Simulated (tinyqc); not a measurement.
# Junctionless gate-all-around wire, depletion approximation: effects of single changes

A uniformly doped n-type wire of radius R under a surrounding gate; long channel. Below flat band a shell from radius rc to R is fully depleted and the neutral core, at channel potential V (0 at the source, Vd at the drain), carries the current with constant mobility; s = (rc/R)^2 is the share of the cross-section that conducts. The edge of the depleted shell is taken as abrupt, so there is no subthreshold current.

Inputs (values chosen for the exercise); material values close to those of germanium: relative permittivity of the semiconductor eps_r = 15.9; relative permittivity of the gate insulator eox = 9; insulator thickness tox = 8.3 nm; wire radius R = 4 nm; donor density Nd = 1.2e19 cm^-3; flat-band voltage Vfb = 1.12 V; effective mobility in the wire mu = 39 cm^2/(V s); gate length L = 0.05 um; gate voltage Vg = 1.05 V.

Constants: q = 1.602176634e-19 C, eps0 = 8.8541878128e-14 F/cm where lengths are in cm. Results are converted to the units shown.

Each table varies one quantity; the others keep the values above.

## Effect of the wire radius on the threshold

Cox = eps0 eox/(R ln(1 + tox/R)); A = q Nd R^2/(4 eps0 eps_r); B = q Nd R/(2 Cox); VT = Vfb - A - B. The flat-band conductance is G0 = q mu Nd pi R^2/L.

Results:

| R (nm) | Cox (uF/cm^2) | A (V) | B (V) | VT (V) | G0 (uS) |
|---|---|---|---|---|---|
| 1.3 | 3.0658 | 0.0057700 | 0.040762 | 1.0735 | 0.79620 |
| 1.8 | 2.5668 | 0.011062 | 0.067413 | 1.0415 | 1.5264 |
| 3.3 | 1.9209 | 0.037180 | 0.16514 | 0.91768 | 5.1306 |
| 4.4 | 1.7086 | 0.066098 | 0.24756 | 0.80634 | 9.1210 |
| 5.9 | 1.5378 | 0.11885 | 0.36882 | 0.63233 | 16.400 |
| 8 | 1.3996 | 0.21851 | 0.54949 | 0.35200 | 30.152 |

Estimate the missing row, R = 2.4 nm.

Computed row:

| R (nm) | Cox (uF/cm^2) | A (V) | B (V) | VT (V) | G0 (uS) |
|---|---|---|---|---|---|
| 2.4 | 2.2213 | 0.019666 | 0.10386 | 0.99647 | 2.7137 |

With this row back in the table: As R goes from 1.3 to 8 nm, VT falls from 1.07 to 0.352 V and G0 rises from 0.796 to 30.2 uS. A + B goes on average as R^(1.54). The device is normally off (VT > 0) in 7 of the 7 rows. More conductance costs threshold voltage: the same dopants that conduct must be depleted. For R = 1.3 to 2.4 nm the radius is under two Debye lengths (at 300 K), so the depletion picture is rough. For R = 1.3 to 2.4 nm quantum confinement, left out here, matters.

## Output curve

s solves Vfb - Vg + V = A (1 - s + s ln s) + B (1 - s), and s = 0 where the left side exceeds A + B. I = (q mu Nd pi R^2/L)[g(s0) - g(sL)], g = A (s^2/4 - (s^2/2) ln s) + B s^2/2, with s0 at V = 0 and sL at V = Vd.

Output curve:

| Vd (V) | sL | I (uA) | I/Vd (uS) |
|---|---|---|---|
| 0.034 | 0.5507 | 0.1589 | 4.674 |
| 0.066 | 0.4258 | 0.2766 | 4.191 |
| 0.099 | 0.3045 | 0.3672 | 3.710 |
| 0.131 | 0.1953 | 0.4273 | 3.262 |
| 0.163 | 0.09627 | 0.4623 | 2.836 |
| 0.195 | 0.01262 | 0.4750 | 2.436 |
| 0.228 | 0 | 0.4753 | 2.085 |
| 0.26 | 0 | 0.4753 | 1.828 |

What does the table show?

The current rises from 0.159 to 0.475 uA; the conducting share at the drain falls from 0.551 to 0. The core closes at Vd = Vg - VT = 0.201 V, and the current is constant beyond.

Numbers from tinyqc (`OMP_NUM_THREADS=1 python tinyqc.py 2460003 2460004 out.jsonl`; about 0.01 s on one thread of a shared Intel Xeon 2.30GHz).
